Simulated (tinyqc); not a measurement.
Scattering mobility, thermal velocity and mass from two apparent mobilities.

Question. 1/mu_app = 1/mu_0 + 1/mu_B with the ballistic mobility mu_B = vT L/(2 Vt) and vT = sqrt(2 kB T/(pi m)) (non-degenerate carriers); the mean free path is 2 Vt mu_0/vT. Find mu_0, vT, m and the mean free path.

Parameters, values chosen for the exercise: temperature T = 350 K.

Constants: q = 1.602176634e-19 C, kB = 1.380649e-23 J/K, m0 = 9.1093837015e-31 kg, Vt = kB T/q. Results are converted to the units shown.

apparent mobility at L = 15 and 100 nm (cm^2/(V s)): [290.31319, 1085.2516]

Solution. 1/mu_app is linear in 1/L: the slope is 2 Vt/vT and the intercept 1/mu_0.

mu_0 = 2100 cm^2/(V s)
vT = 1.355e7 cm/s
m = 0.1840 m0
mean free path = 93.50 nm

Program tinyqc, `OMP_NUM_THREADS=1 python tinyqc.py 2380174 2380175 out.jsonl`; Intel Xeon 2.30GHz, shared host, one thread, about 0.02 s.
